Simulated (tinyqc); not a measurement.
## Threshold-voltage variability of a planar MOSFET, analytic estimates: effect of the gate length

Three independent sources add in quadrature: random dopants in the depleted layer, metal-gate grains of two orientations, and roughness of the two gate edges acting through the roll-off VT = VT(long) - Vr exp(-L/l). These are first-order estimates: no three-dimensional electrostatics, no percolation.

ni = sqrt(Nc Nv) exp(-Eg/(2 Vt)), Eg in volts; Cox = 3.9 eps0/ti; Wd = sqrt(4 eps0 eps_r Vt ln(Na/ni)/(q Na)); dopants: s1 = (q/Cox) sqrt(Na Wd/(3 L W)). Grains: Ng = L W/G^2 (at least 1), s2 = dW sqrt(p (1 - p)/Ng). Edges, with exponential correlation and u = W/La: the mean gate length has sL^2 = 2 De^2 (2/u)[1 - (1 - exp(-u))/u]; s3 = sL (Vr/l) exp(-L/l). s = sqrt(s1^2 + s2^2 + s3^2). l and Vr are held fixed.

Inputs (values chosen for the exercise); material values close to those of silicon: temperature T = 400 K; band gap Eg = 1.11 eV; relative permittivity of the semiconductor eps_r = 11.5; conduction-band density of states at T Nc = 4.26e19 cm^-3; valence-band density of states at T Nv = 4.03e19 cm^-3; channel doping Na = 4.1e18 cm^-3; oxide-equivalent thickness in inversion ti = 2.5 nm; gate width W = 77 nm; metal grain size G = 7 nm; work-function difference of the two grain orientations dW = 0.1 eV; share of the orientation of higher work function p = 0.4; rms roughness of one gate edge De = 1.1 nm; correlation length of the roughness La = 10 nm; decay length of the threshold roll-off l = 7.6 nm; prefactor of the roll-off Vr = 2.4 V.

Constants: q = 1.602176634e-19 C, kB = 1.380649e-23 J/K, Vt = kB T/q, eps0 = 8.8541878128e-14 F/cm where lengths are in cm. Results are converted to the units shown.

Result of one run:
```
s1 (mV)  s2 (mV)  s3 (mV)  s (mV)  s sqrt(L W) (mV um)
32.42      6.258    1.380   33.05                1.811
```

Which gate length L gave this result: 27, 39, 57, 68 or 82 nm?

L = 39 nm.

The whole series:
```
L (nm)  s1 (mV)  s2 (mV)   s3 (mV)  s (mV)  s sqrt(L W) (mV um)
27        38.97    7.521     6.691   40.24                1.835
33        35.25    6.803     3.038   36.02                1.816
39        32.42    6.258     1.380   33.05                1.811
47        29.53    5.700    0.4815   30.08                1.810
57        26.82    5.176    0.1292   27.31                1.809
68        24.55    4.739   0.03038   25.01                1.809
82        22.36    4.316  0.004815   22.77                1.809
99        20.35    3.928  5.142e-4   20.72                1.809
```

As L goes from 27 to 99 nm, s falls from 40.2 to 20.7 mV. The dopants are the largest source in the first and the last row. The product s sqrt(L W) falls from 1.83 to 1.81 mV um: s1 and s2 go as 1/sqrt(L W), so the change comes from s3 alone.

Computed by the program tinyqc: `OMP_NUM_THREADS=1 python tinyqc.py 2090036 2090037 out.jsonl`, one thread of a shared Intel Xeon 2.30GHz, about 0.01 s for the whole run.
